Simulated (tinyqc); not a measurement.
X-ray reflectivity of a thin film on silicon: critical angles, Parratt recursion, fringes and roughness: one step, computed by the program tinyqc. Command: `OMP_NUM_THREADS=1 python tinyqc.py 3120818 3120819 out.jsonl xrr walk`. One thread of a shared host (Intel(R) Xeon(R) Processor @ 2.30GHz), about 0.01 s of CPU time with the checks.

n = 1 - delta + i beta; the classical electron radius is r_e = 2.8179403e-6 nm. Layer 0 is vacuum, 1 the film, 2 the substrate.

Problem. Reflectivity at one angle. k_j = (2 pi/lambda) sqrt(sin^2 theta - 2 delta_j + 2 i beta_j); r_ij = (k_i - k_j)/(k_i + k_j) x exp(-2 k_i k_j sigma^2) (Nevot-Croce); r = (r_01 + r_12 p)/(1 + r_01 r_12 p), p = exp(2 i k_1 d); R = |r|^2.

Inputs (values chosen for the exercise, modelled on copper on silicon, copper K-alpha radiation): wavelength lambda = 0.15406 nm; film thickness d = 19.3 nm; roughness of the surface sigma_1 = 1 nm; roughness of the interface sigma_2 = 0.52 nm; grazing angle theta = 1.12 degrees.

Constants:
```
layer      rho_e (1/nm^3)         delta          beta  critical angle (degrees)  q_c (1/nm)
film             2307.540  2.456297e-05  5.403854e-07                 0.4015856   0.5717095
substrate         711.402  7.572626e-06  1.741704e-07                 0.2229774   0.3174375
```

Give: k_0, k_1, k_2; 1000 r_01; 1000 r_12; p; reflectivity R; q = 4 pi sin(theta)/lambda.

Solution.

k_0, k_1, k_2 (1/nm): [0.7972, 0.7442+0.0012i, 0.7812+0.0004i]

1000 r_01 = 10.50-0.27i

1000 r_12 = -17.74+0.43i

p = -0.8592-0.4157i

reflectivity R = 7.169e-04

q = 4 pi sin(theta)/lambda = 1.594 1/nm
